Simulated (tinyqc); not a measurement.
MP2 on RHF in the sto-3g basis, for H6, spin multiplicity 1, step by step. One step of it, computed by the program tinyqc.

Question. Iteration 6 (converged): orbitals. Diagonalise F' = X^T F X, C = X C', fill 3 alpha and 3 beta electrons from the bottom; D = 2 C_occ C_occ^T. Each column has its largest component positive (the first on a tie).

converged F (hartree), lower triangle:
```
,1H 1s,2H 1s,3H 1s,4H 1s,5H 1s,6H 1s
1H 1s,-0.252344
2H 1s,-0.482351,-0.287971
3H 1s,-0.085338,-0.237481,-0.290235
4H 1s,-0.000452,-0.084774,-0.483997,-0.290126
5H 1s,0.001272,-0.005916,-0.084621,-0.237132,-0.288212
6H 1s,-0.002878,0.001270,-0.000482,-0.085309,-0.482779,-0.252705
```

X, lower triangle:
```
,1H 1s,2H 1s,3H 1s,4H 1s,5H 1s,6H 1s
1H 1s,1.119948
2H 1s,-0.312956,1.167181
3H 1s,0.040428,-0.198491,1.170987
4H 1s,-0.009017,0.041918,-0.326050,1.170856
5H 1s,0.001053,-0.004650,0.041887,-0.198240,1.167407
6H 1s,-0.000238,0.001055,-0.009025,0.040430,-0.313446,1.120291
```

Give: F' = X^T F X; orbital energies; coefficients C; D after iteration 6.

Answer.

F' = X^T F X (hartree), lower triangle:
```
,1,2,3,4,5,6
1,-0.0089
2,-0.4873,0.0226
3,0.0492,-0.2354,0.0257
4,0.0012,0.0514,-0.5004,0.0257
5,0.0022,-0.0058,0.0513,-0.2351,0.0227
6,-0.0041,0.0022,0.0012,0.0492,-0.4878,-0.0087
```

orbital energies (hartree): MO1 -0.5845, MO2 -0.5059, MO3 -0.4024, MO4 0.2904, MO5 0.5160, MO6 0.7655

coefficients C:
```
,MO1,MO2,MO3,MO4,MO5,MO6
1H 1s,0.2123,-0.3863,-0.3820,0.5633,-0.6962,0.4602
2H 1s,0.2806,-0.4112,-0.2891,-0.3876,0.7577,-0.6675
3H 1s,0.3870,-0.0795,0.4264,-0.5979,-0.1959,0.8869
4H 1s,0.3870,0.0778,0.4268,0.5986,-0.1934,-0.8867
5H 1s,0.2810,0.4117,-0.2878,0.3861,0.7585,0.6681
6H 1s,0.2128,0.3873,-0.3806,-0.5616,-0.6977,-0.4612
```

D after iteration 6, lower triangle:
```
,1H 1s,2H 1s,3H 1s,4H 1s,5H 1s,6H 1s
1H 1s,0.6805
2H 1s,0.6577,0.6628
3H 1s,-0.0999,0.0361,0.6758
4H 1s,-0.2219,-0.0936,0.6511,0.6759
5H 1s,0.0210,-0.0145,-0.0934,0.0359,0.6626
6H 1s,0.0819,0.0211,-0.2214,-0.0998,0.6575,0.6802
```
